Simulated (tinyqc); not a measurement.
# p-n diode, drift-diffusion by the Gummel loop with Scharfetter-Gummel fluxes: two studies

Abrupt junction at x = 0, p side from -Lp, n side to Ln, ohmic contacts. psi is counted from the intrinsic level; n = ni exp((psi - phin)/Vt), p = ni exp((phip - psi)/Vt). Contacts: p side psi = V - Vt ln(Na/ni), p = Na, n = ni^2/Na; n side psi = Vt ln(Nd/ni), n = Nd, p = ni^2/Nd. Constant mobilities, D = mu Vt, Boltzmann statistics, SRH recombination through a mid-gap level, U = (n p - ni^2)/(tp (n + ni) + tn (p + ni)). Current is positive from the p contact to the n contact.

Values chosen for this exercise; band and dielectric values close to those of silicon: temperature T = 300 K; band gap Eg = 1.12 eV; relative permittivity eps_r = 11.5; conduction-band density of states at T Nc = 2.84e19 cm^-3; valence-band density of states at T Nv = 2.64e19 cm^-3; acceptor density of the p side Na = 2.5e16 cm^-3; donor density of the n side Nd = 2.7e17 cm^-3; electron mobility mun = 760 cm^2/(V s); hole mobility mup = 260 cm^2/(V s); SRH lifetime of electrons tn = 3e-10 s; SRH lifetime of holes tp = 2e-8 s; length of the p side Lp = 7.2 um; length of the n side Ln = 2.3 um; uniform generation rate G = 0 cm^-3 s^-1.

Constants: q = 1.602176634e-19 C, kB = 1.380649e-23 J/K, Vt = kB T/q, eps0 = 8.8541878128e-14 F/cm where lengths are in cm. Results are converted to the units shown.

Each table varies one quantity; the others keep the values above.

## Current against voltage in the dark

ni = sqrt(Nc Nv) exp(-Eg/(2 Vt)), Eg in volts. Poisson and both continuity equations are solved self-consistently with Scharfetter-Gummel fluxes on a graded mesh of 500 nodes. J_scr is q times the integral of U between -xp and xn. Ideal diffusion current J_id = q ni^2 [Dn coth(wp/Le)/(Le Na) + Dp coth(wn/Lh)/(Lh Nd)] (exp(V/Vt) - 1), Le = sqrt(Dn tn), Lh = sqrt(Dp tp), wp = Lp - xp, wn = Ln - xn, with xp and xn from the depletion approximation (W = sqrt(2 eps0 eps_r (Vbi - V)(1/Na + 1/Nd)/q), xp = W Nd/(Na + Nd), xn = W Na/(Na + Nd), Vbi = Vt ln(Na Nd/ni^2)). Ideality factor = 0.004 V/(Vt ln[J(V + 0.004 V)/J(V)]). Here G = 0.

In this table G = 0 cm^-3 s^-1.

Current against voltage in the dark:
```
V (V)	J (A/cm^2)	ideality factor	J_scr/J (%)	J_id (A/cm^2)	share recombining at the contacts (%)	larger minority/doping at -xp and xn
0.16	1.38e-5	1.71	99.3	9.26e-8	0.00674	1.39e-10
0.23	6.49e-5	1.78	97.8	1.39e-6	0.0216	2.07e-9
0.3	3.04e-4	1.71	93.1	2.09e-5	0.0692	3.07e-8
0.37	0.00160	1.53	80.4	3.13e-4	0.197	4.55e-7
0.43	0.00806	1.33	60.5	0.00319	0.397	4.57e-6
0.5	0.0718	1.16	33.8	0.0478	0.667	6.70e-5
0.57	0.805	1.11	14.5	0.717	0.876	9.57e-4
0.63	5.89	1.30	5.30	7.30	1.08	0.00830
0.7	31.9	2.08	1.49	109	1.79	0.0664
```

J rises from 1.38e-5 to 31.9 A/cm^2; the ideality factor moves up and down between 1.11 and 2.08. Recombination in the depleted layer carries over half of the current up to V = 0.43 V, where the factor is 1.33; it grows roughly as exp(V/2 Vt), so diffusion overtakes it. Where the factor is lowest (V = 0.57 V), J is 12 % above the ideal diffusion current.

## Effect of the length of the p side at fixed bias

Same model as above.

In this table V = 0.4 V.

The same in every row: J_id (A/cm^2) = 9.99e-4.

Effect of the length of the p side at fixed bias:
```
Lp (um)	J (A/cm^2)	ideality factor	J_scr/J (%)	share recombining at the contacts (%)	larger minority/doping at -xp and xn
7.2	0.00349	1.43	71.4	0.288	1.44e-6
12	0.00349	1.43	71.4	0.282	1.44e-6
20	0.00349	1.43	71.4	0.282	1.44e-6
32	0.00349	1.43	71.4	0.282	1.44e-6
53	0.00349	1.43	71.4	0.282	1.44e-6
87	0.00349	1.43	71.4	0.282	1.44e-6
140	0.00349	1.43	71.4	0.282	1.44e-6
```

As Lp rises from 7.2 to 140, J stays near 0.00349 A/cm^2, the share of the depleted layer stays near 71.4 % and the share lost at the contacts falls from 0.288 to 0.282 %. The exponent d ln J/d ln Lp is 0.00 between the first two rows and 0.00 between the last two. J less J_scr is 0.11 % below J_id in the last row.

tinyqc, about 0.2 s, one thread, Intel Xeon 2.30GHz (shared host): `OMP_NUM_THREADS=1 python tinyqc.py 2240089 2240090 out.jsonl`
